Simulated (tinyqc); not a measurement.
Phonon-assisted absorption at an indirect gap, step by step. Values are carried at full precision from step to step, so a last printed digit may differ when a step is redone from the rounded ones.

alpha(E) = sum_j A_j [N_j (E - Eg + w_j)^2 + (N_j + 1)(E - Eg - w_j)^2], each bracket counted only where its base is positive; N_j = 1/(exp(w_j/kB T) - 1). The first term absorbs a phonon and the second emits one; excitons and direct transitions are left out.

Constants: kB = 8.617333262e-05 eV/K.

Parameters, chosen for this exercise (loosely those of SiC at room temperature; Eg is not tied to T; shifted at random, so the results belong to these values and not to a real crystal):
- Eg = 3.169 eV (indirect gap, held fixed unless listed)
- w = (69.6, 48) meV (two zone-edge phonons)
- A = (2900, 800) 1/(cm eV^2) (their strengths)
- T = 77 K
- E = 3.423 eV (photon energy)
- nr = 2.78 (refractive index)
- d = 8.3 micrometre (thickness)
- xj = 0.51 micrometre (dead layer at the surface)
- W = 26 micrometre (depleted width)
- L = 50 micrometre (minority diffusion length below it)

## The four branches at one energy

Evaluate the occupations and each term.

N_j: 2.783e-05  0.0007222

terms with phonon absorption (1/cm): 0.008453  0.05269

terms with phonon emission (1/cm): 98.61  33.97

alpha = 132.6 1/cm
wavelength hc/E (hc = 1239.841984 eV nm) = 362.2 nm

Phonon absorption supplies 0.0 % of alpha; the depth 1/alpha is 75.4 micrometre.

## What a slab does with it

Slab of thickness d in air, incoherent passes: R = ((nr - 1)/(nr + 1))^2, x = exp(-alpha d); transmitted Tr = (1 - R)^2 x/(1 - R^2 x^2), reflected Rt = R + (1 - R)^2 R x^2/(1 - R^2 x^2), absorbed Ab = (1 - R)(1 - x)/(1 - R x).

d in cm is 1e-4 times the value in micrometres.

R = 0.2217
x = 0.8957
Tr = 0.5648
Rt = 0.3339
Ab = 0.1012

A single pass would absorb (1 - R)(1 - x) = 0.0811; the back face adds 0.0201.

## Quantum efficiency of a diode

Photodiode (Gaertner form with a dead layer): QE = (1 - R) exp(-alpha xj) [1 - exp(-alpha W)/(1 + alpha L)], R = ((nr - 1)/(nr + 1))^2; responsivity = QE/E in A/W for E in eV.

Evaluate the factors; 1 micrometre = 1e-4 cm.

passes the dead layer = 0.9933
collected share = 0.5741
QE = 0.4438
responsivity = 0.1297 A/W

Without diffusion from below the collected share would be 0.2917.

## Checks

- Tr + Rt + Ab against 1: both 1.000000.

tinyqc: `OMP_NUM_THREADS=1 python tinyqc.py 1681384 1681385 out.jsonl`; about 0.01 s, one thread, shared Intel(R) Xeon(R) Processor @ 2.30GHz.
